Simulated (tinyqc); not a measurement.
Which lattice a d-band metal prefers: Slater-Koster d bands of an fcc metal.

Slater-Koster d bands. For a bond with direction cosines (l, m, n) the 5 x 5 block is dds Ps + ddp Pp + ddd (1 - Ps - Pp), the projectors on sigma, pi and delta states about the bond; for instance <xy|xy> = 3 l^2 m^2 dds + (l^2 + m^2 - 4 l^2 m^2) ddp + (n^2 + l^2 m^2) ddd, <xy|yz> = 3 l m^2 n dds + l n (1 - 4 m^2) ddp + l n (m^2 - 1) ddd and <3z2-r2|3z2-r2> = (n^2 - (l^2 + m^2)/2)^2 dds + 3 n^2 (l^2 + m^2) ddp + (3/4)(l^2 + m^2)^2 ddd. H(k) sums the blocks times cos(k.R) over the neighbours; the d level is the zero of energy; k in 2 pi/a.

Mesh: k = f1 b1 + f2 b2 + f3 b3 with fractions (j + 1/2)/N, j = 0 to N - 1, and b = (-1,1,1), (1,-1,1), (1,1,-1) for fcc, (0,1,1), (1,0,1), (1,1,0) for bcc, unit vectors for simple cubic. The lowest Nd/10 of all levels are filled with two electrons each; the bond energy is their sum per atom.

Values chosen for the exercise (of the size met in Cu; shifted at random, so the results belong to these values and not to a real crystal): dds = -0.383 eV (dd sigma); ddp = 0.157 eV (dd pi); ddd = -0.065 eV (dd delta); f2 = 0.487 (factor for second neighbours in bcc); N = 10 (mesh).

fcc has twelve neighbours, bcc eight and six (the six times f2), simple cubic six. The integrals of bcc and sc are scaled so that all three have the second moment of fcc, which stands for equal repulsion (structural energy difference theorem). s and p electrons are left out.

Bond energy per atom:

| Nd | fcc (eV) | bcc - fcc (meV) | sc - fcc (meV) |
|---|---|---|---|
| 1 | -1.085 | 74 | -168 |
| 2 | -1.888 | 23 | -81 |
| 3 | -2.487 | -108 | 55 |
| 4 | -2.932 | -131 | 253 |
| 5 | -3.098 | 27 | 342 |
| 6 | -2.952 | 134 | 273 |
| 7 | -2.528 | 108 | 95 |
| 8 | -1.905 | 29 | -65 |
| 9 | -1.062 | -51 | -190 |

scale factors: bcc 1.1285, sc 1.4142

mu3/mu2^1.5: fcc -0.016, bcc -0.019, sc 0.000

mu4/mu2^2: fcc 1.757, bcc 1.718, sc 2.915

largest change of a difference when N is raised to 14 = 10 meV

How do the results move, and what explains it?

fcc is lowest for Nd = 5, 6 and 7. bcc is lowest for Nd = 3 and 4. sc is lowest for Nd = 1, 2, 8 and 9. bcc gains most on fcc at Nd = 4 (-131 meV). A small fourth moment marks a two-peaked band, which tends to favour fillings near one half; bcc has -2 % against fcc, and at Nd = 5 it lies +27 meV from fcc, which the fourth moment alone does not explain (differences of a few tens of meV are within the error of the mesh; hcp is left out, and this d-only model can miss the lattice of the real metal). The third moments, from three-membered rings, skew the bands. That simple cubic wins anywhere comes from keeping d bands and equal second moments alone; no transition metal takes it. Differences below about 10 meV are within the error of this mesh, and the s and p electrons left out weigh most where the d band is nearly empty or full.

tinyqc: `OMP_NUM_THREADS=1 python tinyqc.py 1481008 1481009 out.jsonl`; about 0.03 s, one thread, shared Intel(R) Xeon(R) Processor @ 2.30GHz.
